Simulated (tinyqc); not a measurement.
Resonant-tunnelling diode, transfer matrices and Tsu-Esaki current: one step of the calculation.

Emitter (band edge 0), barrier d1, well Lw, barrier d2, collector (edge -V). The bias drops linearly over these layers and none in the contacts; each layer is cut into ns equal slices, flat at the value of their centres. E is the energy of motion across the layers, C = hbar^2/(2 m0), psi and psi'/m are continuous. Transport is coherent, T(E) is taken as independent of the transverse momentum, and charge in the well is ignored.

Task. Breit-Wigner parameters from a parabola through 1/T(E). Near a resonance 1/T(E) = (1/Tp) [1 + (2 (E - Er)/G)^2]. With y = 1/T(E) at E0 - h, E0, E0 + h: a = (y1 + y3 - 2 y2)/(2 h^2), b = (y3 - y1)/(2 h), Er = E0 - b/(2 a), 1/Tp = y2 - b^2/(4 a), G = 2 sqrt(1/(Tp a)), tau = hbar/G.

Constants: q = 1.602176634e-19 C, hbar = 1.054571817e-34 J s. Results are converted to the units shown.

three energies (eV): [0.029016, 0.029146, 0.029276]
T(E) at these energies: [0.63026458, 0.98835255, 0.74429395]

Give: Er; Tp; G; tau.

Result.

Er = 0.029163 eV
Tp = 0.99638
G = 0.38687 meV
tau = 1701.4 fs

The true maximum of T(E) lies at 0.029163 eV with height 0.9959 and full width 0.3876 meV; the fitted G is 0.19 % below that width.

tinyqc, about 0.2 s, one thread, Intel Xeon 2.30GHz (shared host): `OMP_NUM_THREADS=1 python tinyqc.py 2600133 2600134 out.jsonl`
